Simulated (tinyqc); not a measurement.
Mobility and doping from two currents.

Inverse problem. A trap-free film with injecting contacts is fitted, with diffusion neglected, by J = q mu N V/Lf + (9/8) eps0 eps_r mu V^2/Lf^3. Find mu, N and the voltage at which both terms are equal.

Inputs (values chosen for the exercise): relative permittivity eps_r = 11.6; film thickness Lf = 1200 nm.

Constants: q = 1.602176634e-19 C, eps0 = 8.8541878128e-14 F/cm where lengths are in cm. Results are converted to the units shown.

J at 3.1 and 18 V (A/cm^2): [0.11717792, 2.1509661]

Solution. J/V is a straight line in V: the slope gives mu and the intercept mu N.

mu = 0.00820 cm^2/(V s)
N = 1.90e15 cm^-3
crossover voltage = 3.79 V

Numbers from tinyqc (`OMP_NUM_THREADS=1 python tinyqc.py 2730117 2730118 out.jsonl`; about 2 s on one thread of a shared Intel Xeon 2.30GHz).
